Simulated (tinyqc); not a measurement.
Comparisons within one model: thresholds of impact ionisation and Auger recombination from band masses. A value that a table varies takes the place of the one given here.

Parabolic bands, no phonon. At threshold the three slow carriers share one velocity. With M their total mass and m4 the mass of the fast carrier, the fast carrier has the kinetic energy E_T = G M/(M - m4) and the slow ones together E_a = G m4/(M - m4), the activation energy of the Auger rate. CCCH (fast electron): G = Eg, M = 2 me + mh, m4 = me. CHHS (hole into the split-off band): G = Eg - Dso, M = 2 mh + me, m4 = ms; this form holds for Eg > Dso (below, the process needs about Dso - Eg and is marked by a dash). CHHL (hole into the light band): G = Eg, M = 2 mh + me, m4 = ml. CHHH (fast heavy hole): G = Eg, M = 2 mh + me, m4 = mh.

Non-parabolic fast electron: E (1 + alpha E) = c k^2/me with alpha = (1 - me)^2/Eg; the slow carriers stay parabolic, so E_T = Eg + me E_T (1 + alpha E_T)/M, M = 2 me + mh (the root between Eg and 1.9 Eg).

Constants: kB = 8.617333262e-05 eV/K; hc = 1239.841984 eV nm.

Parameters, chosen for this exercise (near those of GaSb, gap at low temperature and not tied to T; shifted at random, so the results belong to these values and not to a real crystal):

| symbol | value | unit | meaning |
|---|---|---|---|
| Eg | 0.819 | eV | gap at Gamma to the s-like level |
| Dso | 0.749 | eV | spin-orbit splitting |
| me | 0.0397 | m0 | electron mass at Gamma |
| mh | 0.35 | m0 | heavy-hole mass |
| ms | 0.135 | m0 | split-off mass |
| ml | 0.0437 | m0 | light-hole mass |
| T | 300 | K | temperature |

## The gap of an alloy series

Eg is varied with me and ml proportional to it; mh, ms and Dso are kept. E_a of three processes; wavelength hc/Eg.

Results:

| Eg (eV) | wavelength (micrometre) | me | CCCH (meV) | CCCH non-parabolic (meV) | CHHS (meV) | CHHL (meV) | log10 exp(-E_a/kT), non-parabolic |
|---|---|---|---|---|---|---|---|
| 0.246 | 5.04 | 0.0119 | 8.1 | 17.2 | - | 4.6 | -0.29 |
| 0.410 | 3.02 | 0.0199 | 22.0 | 48.5 | - | 12.9 | -0.81 |
| 0.614 | 2.02 | 0.0298 | 48.1 | 111.3 | - | 28.9 | -1.87 |
| 0.819 | 1.51 | 0.0397 | 83.4 | 203.3 | 15.6 | 51.4 | -3.42 |
| 1.024 | 1.21 | 0.0496 | 127.2 | 327.2 | 60.4 | 80.5 | -5.50 |
| 1.310 | 0.95 | 0.0635 | 201.2 | 561.1 | 120.5 | 132.0 | -9.43 |
| 1.638 | 0.76 | 0.0794 | 302.9 | 937.5 | 186.2 | 206.9 | -15.75 |

E_a of CCCH goes nearly as Eg^2 (power 1.91 over the table), as both G and me grow; the non-parabolic value goes with the power 2.11, and its Boltzmann factor spans 15.5 decades; rows with E_a far above kT are formal, since phonon-assisted processes and side valleys rule there. CHHS is resonant at Eg = Dso = 0.749 eV, with no activation, and is the easiest process near there; it has the lowest E_a of the parabolic values for Eg = 0.819, 1.024, 1.31 and 1.638 eV.

## The mass ratio

mu = me/mh is varied; thresholds in units of Eg for ionisation started by an electron, (1 + 2 mu)/(1 + mu), and by a heavy hole, (2 + mu)/(1 + mu).

Results:

| mu | electron (Eg) | hole (Eg) | electron (eV) | hole (eV) |
|---|---|---|---|---|
| 0.040 | 1.0385 | 1.9615 | 0.851 | 1.607 |
| 0.087 | 1.0800 | 1.9200 | 0.885 | 1.572 |
| 0.113 | 1.1015 | 1.8985 | 0.902 | 1.555 |
| 0.120 | 1.1071 | 1.8929 | 0.907 | 1.550 |
| 0.240 | 1.1935 | 1.8065 | 0.978 | 1.479 |
| 1.000 | 1.5000 | 1.5000 | 1.228 | 1.228 |
| 2.200 | 1.6875 | 1.3125 | 1.382 | 1.075 |

The two thresholds add up to 3 Eg in every row and are equal, 3/2 Eg, at mu = 1. The lighter carrier has the lower threshold; in the first row the two differ by 0.756 eV, which would favour one carrier in avalanche multiplication. Real ionisation rates depend on the whole band structure and can be nearly equal although the edge masses differ.

## What each parameter does

Activation energies. Each row changes one parameter from the base and keeps the others.

Results:

| case | CCCH (meV) | CCCH non-parabolic (meV) | CHHL (meV) |
|---|---|---|---|
| base | 83.43 | 203.32 | 51.42 |
| Eg = 0.7371 eV | 75.09 | 182.99 | 46.28 |
| Dso = 0.8239 eV | 83.43 | 203.32 | 51.42 |
| me = 0.0357 m0 | 75.81 | 180.87 | 51.72 |
| mh = 0.385 m0 | 76.56 | 182.03 | 46.72 |
| ms = 0.1215 m0 | 83.43 | 203.32 | 51.42 |
| ml = 0.0481 m0 | 83.43 | 203.32 | 56.96 |

The largest shifts from the base row, up to three for each result and ties (the steps differ in size, so this ranks the rows, not the parameters). CCCH (meV): Eg -8.34, me -7.63, mh -6.88; unchanged at the printed digits by Dso, ms and ml. CCCH non-parabolic (meV): me -22.45, mh -21.29, Eg -20.33; unchanged at the printed digits by Dso, ms and ml. CHHL (meV): ml +5.54, Eg -5.14, mh -4.70; unchanged at the printed digits by Dso and ms.

(tinyqc, `OMP_NUM_THREADS=1 python tinyqc.py 1880593 1880594 out.jsonl`, Intel(R) Xeon(R) Processor @ 2.30GHz, 1 thread, shared host, about 0.01 s.)
